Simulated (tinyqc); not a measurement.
Resistance of a source-drain extension with a graded tip: two steps of the calculation.

y runs along the channel, the gate covers y > 0. The doping is N0 for y < y0 and N0 10^(-(y - y0)/la) beyond, uniform over the depth xj. Sheet conductance s(y) = q mu(N) max(N - Nch, 0) xj + (for y > 0) ma Cox Vo, with mu(N) = u0 + (u1 - u0)/(1 + (N/Nr)^au) and Cox = eps0 eox/tox. Current is taken as one-dimensional; depletion of the tip, spreading and the contact are left out. The metallurgical junction lies at yj, where N = Nch.

Values chosen for this exercise; mobility law close to that of electrons in silicon: relative permittivity of the gate insulator (close to silicon dioxide) eox = 3.9; insulator thickness tox = 2.1 nm; active doping of the extension far from the gate N0 = 2.2e20 cm^-3; lateral abruptness la = 6.1 nm/decade; position under the gate where the fall begins (gate edge at 0) y0 = 3.3 nm; depth of the extension xj = 21 nm; channel doping Nch = 2.2e18 cm^-3; gate overdrive Vo = 0.46 V; mobility of the gate-induced layer ma = 130 cm^2/(V s); mobility at low doping u1 = 1414 cm^2/(V s); mobility at high doping u0 = 68.5 cm^2/(V s); reference doping Nr = 9.2e16 cm^-3; exponent au = 0.711; gate length Lg = 90 nm.

Constants: q = 1.602176634e-19 C, eps0 = 8.8541878128e-14 F/cm where lengths are in cm. Results are converted to the units shown.

Task 1. Sheet resistances and junction position. yj = y0 + la log10(N0/Nch); sheet resistance of the full extension 1/[q mu(N0)(N0 - Nch) xj] and of the gate-induced layer 1/(ma Cox Vo); metallurgical length Lg - 2 yj; ye is where the doped and the gate-induced conductances are equal.

Find: yj; sheet resistance of the extension; sheet resistance of the induced layer; metallurgical length; ye; N at ye.

Result 1.

yj = 15.500 nm
sheet resistance of the extension = 184.89 ohm/square
sheet resistance of the induced layer = 10170 ohm/square
metallurgical length = 59.000 nm
ye = 13.845 nm
N at ye = 4.1084e18 cm^-3

The gate takes over 1.65 nm before the junction, where N is still 1.87 times the channel doping.

Task 2. Resistance of the overlapped part. Midpoint rule on 10 equal steps from 0 to yj: R_ov = sum h/s(y), per width.

Wanted: y; N; doped conductance; sheet resistance; R_ov.

Result 2.

| point | y (nm) | N (cm^-3) | doped conductance (uS) | sheet resistance (ohm/square) |
|---|---|---|---|---|
| 0 | 0.77500 | 2.2000e20 | 5408.7 | 181.59 |
| 1 | 2.3250 | 2.2000e20 | 5408.7 | 181.59 |
| 2 | 3.8750 | 1.7708e20 | 4394.6 | 222.57 |
| 3 | 5.4250 | 9.8642e19 | 2526.5 | 380.98 |
| 4 | 6.9750 | 5.4949e19 | 1466.7 | 638.97 |
| 5 | 8.5250 | 3.0610e19 | 858.55 | 1045.1 |
| 6 | 10.075 | 1.7052e19 | 502.46 | 1664.5 |
| 7 | 11.625 | 9.4988e18 | 286.09 | 2601.3 |
| 8 | 13.175 | 5.2914e18 | 145.56 | 4100.1 |
| 9 | 14.725 | 2.9476e18 | 43.748 | 7038.3 |

R_ov = 27.985 ohm um

Numbers from tinyqc (`OMP_NUM_THREADS=1 python tinyqc.py 2282014 2282015 out.jsonl`; about 0.06 s on one thread of a shared Intel Xeon 2.30GHz).
